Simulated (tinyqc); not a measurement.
# Chip with leakage that grows with temperature, electro-thermal loop and runaway: effect of the leakage power at 300 K

One temperature T for the device, T = T0 + Rth P(T), with P(T) = Pd + Pl (T/300 K)^2 exp[(q Ea/kB)(1/(300 K) - 1/T)]. The loop gain is Rth dP/dT; a solution is thermally stable when it is below one.

P'(T) = (P - Pd)(2/T + q Ea/(kB T^2)), G = Rth P'. T is the lowest solution and Tu the next, unstable one.

Parameters, values chosen for the exercise:
- T0 = 360 K (ambient temperature)
- Pd = 2.7 W (temperature-independent switching power)
- Ea = 0.48 eV (activation energy of the leakage)
- Rth = 17 K/W (thermal resistance)

Constants: q = 1.602176634e-19 C, kB = 1.380649e-23 J/K. Results are converted to the units shown.

Effect of the leakage power at 300 K:
```
Pl (W)    T (K)   P (W)         G  Tu (K)
7e-5     406.18  2.7165  0.010820  710.59
0.0001   406.30  2.7236  0.015521  678.08
0.00016  406.55  2.7381  0.025043  638.69
0.00023  406.84  2.7555  0.036362  610.57
0.00034  407.32  2.7835  0.054629  582.18
0.00051  408.09  2.8290  0.084117  554.42
0.00076  409.33  2.9016   0.13066  528.35
0.0011   411.23  3.0136   0.20154  504.78
0.0017   415.61  3.2709   0.35969  476.37
0.0025   429.05  4.0618   0.80841  442.80
```

What does the table show?

As Pl goes from 7e-5 to 0.0025 W, T rises from 406.2 to 429.1 K, the power rises from 2.72 to 4.06 W and the loop gain rises from 0.0108 to 0.808. The gap between the stable and unstable solutions goes from 304 to 13.7 K. At Pl = 0.0025 W T passes 425 K, beyond usual operating limits.

tinyqc, about 0.01 s, one thread, Intel Xeon 2.30GHz (shared host): `OMP_NUM_THREADS=1 python tinyqc.py 2520148 2520149 out.jsonl`
